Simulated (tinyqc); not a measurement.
## Inductance and parasitic capacitance from two readings

Problem. A loss-free coil L in parallel with C shows the apparent inductance L/(1 - w^2 L C), w = 2 pi f. Find L, C and the self-resonance 1/(2 pi sqrt(L C)).

apparent inductance at 5.3 and 9.3 GHz (nH): [1.8359326, 3.4355649]

Answer. The inverse of the reading is 1/L - w^2 C, a straight line in w^2.

L = 1.500 nH
C = 110.0 fF
self-resonance = 12.39 GHz

tinyqc, about 0.01 s, one thread, Intel Xeon 2.30GHz (shared host): `OMP_NUM_THREADS=1 python tinyqc.py 2302104 2302105 out.jsonl`
